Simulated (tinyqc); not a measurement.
# Junctionless gate-all-around wire, depletion approximation: effects of single changes

A uniformly doped n-type wire of radius R under a surrounding gate; long channel. Below flat band a shell from radius rc to R is fully depleted and the neutral core, at channel potential V (0 at the source, Vd at the drain), carries the current with constant mobility; s = (rc/R)^2 is the share of the cross-section that conducts. The edge of the depleted shell is taken as abrupt, so there is no subthreshold current.

Values chosen for this exercise; material values close to those of germanium: relative permittivity of the semiconductor eps_r = 16.2; relative permittivity of the gate insulator eox = 22; insulator thickness tox = 6.7 nm; wire radius R = 10 nm; donor density Nd = 4.7e18 cm^-3; flat-band voltage Vfb = 0.94 V; effective mobility in the wire mu = 56 cm^2/(V s); gate length L = 0.2 um.

Constants: q = 1.602176634e-19 C, eps0 = 8.8541878128e-14 F/cm where lengths are in cm. Results are converted to the units shown.

Each table varies one quantity; the others keep the values above.

## Effect of the donor density on the threshold

Cox = eps0 eox/(R ln(1 + tox/R)); A = q Nd R^2/(4 eps0 eps_r); B = q Nd R/(2 Cox); VT = Vfb - A - B. The flat-band conductance is G0 = q mu Nd pi R^2/L.

The same in every row: Cox (uF/cm^2) = 3.798.

Effect of the donor density on the threshold:
```
Nd (cm^-3)	A (V)	B (V)	VT (V)	G0 (uS)
5.9e17	0.01648	0.01244	0.9111	0.8315
1e18	0.02792	0.02109	0.8910	1.409
1.7e18	0.04747	0.03585	0.8567	2.396
2.9e18	0.08098	0.06116	0.7979	4.087
4.9e18	0.1368	0.1033	0.6998	6.906
8.3e18	0.2318	0.1750	0.5332	11.70
1.4e19	0.3909	0.2953	0.2538	19.73
```

As Nd goes from 5.9e17 to 1.4e19 cm^-3, VT falls from 0.911 to 0.254 V and G0 rises from 0.832 to 19.7 uS. A + B goes on average as Nd^(1.00). The device is normally off (VT > 0) in 7 of the 7 rows. More conductance costs threshold voltage: the same dopants that conduct must be depleted. At Nd = 5.9e17 cm^-3 the radius is under two Debye lengths (at 300 K), so the depletion picture is rough.

## Effect of the wire radius on the threshold

Same model as above.

Results:
```
R (nm)	Cox (uF/cm^2)	A (V)	B (V)	VT (V)	G0 (uS)
3.3	5.324	0.01429	0.02334	0.9024	0.7213
4.5	4.747	0.02658	0.03569	0.8777	1.341
6.1	4.309	0.04884	0.05331	0.8379	2.465
8.2	3.978	0.08825	0.07762	0.7741	4.454
15	3.517	0.2953	0.1606	0.4841	14.90
20	3.371	0.5250	0.2234	0.1916	26.50
```

Estimate the missing row, R = 11 nm.

Computed row:
```
R (nm)	Cox (uF/cm^2)	A (V)	B (V)	VT (V)	G0 (uS)
11	3.723	0.1588	0.1112	0.6699	8.015
```

With this row back in the table: As R goes from 3.3 to 20 nm, VT falls from 0.902 to 0.192 V and G0 rises from 0.721 to 26.5 uS. A + B goes on average as R^(1.66). The device is normally off (VT > 0) in 7 of the 7 rows. More conductance costs threshold voltage: the same dopants that conduct must be depleted. At R = 3.3 nm the radius is under two Debye lengths (at 300 K), so the depletion picture is rough.

Computed by the program tinyqc: `OMP_NUM_THREADS=1 python tinyqc.py 2460170 2460171 out.jsonl`, one thread of a shared Intel Xeon 2.30GHz, about 0.01 s for the whole run.
